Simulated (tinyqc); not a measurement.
Straight dislocations in isotropic elasticity: fields, energies, partials, Peierls stress and walls: one step, computed by the program tinyqc.

The line runs along z, the glide plane is y = 0, and beta is the angle between b and the line (0 screw, 90 degrees edge): b_e = b sin(beta) along +x with the extra half plane at y > 0, b_s = b cos(beta). Stress is positive in tension.

Task: Force on a second, equal dislocation at that point. Peach-Koehler force per length on a parallel dislocation with the same b: in the glide plane F_x = s_xy b_e + s_yz b_s, normal to it F_y = -(s_xx b_e + s_xz b_s), which drives climb of the edge part or cross-slip of a screw.

Inputs (values chosen for the exercise, modelled on germanium): Burgers vector b = 4 angstrom.

Character: screw.

stress (MPa), rows x, y, z:
$$\begin{pmatrix}
0.0000 & 0.0000 & 310.3305 \\
0.0000 & 0.0000 & -702.3270 \\
310.3305 & -702.3270 & 0.0000
\end{pmatrix}$$

Give: glide force F_x; normal force F_y.

Result:

glide force F_x = -280.93 mN/m

normal force F_y = -124.13 mN/m
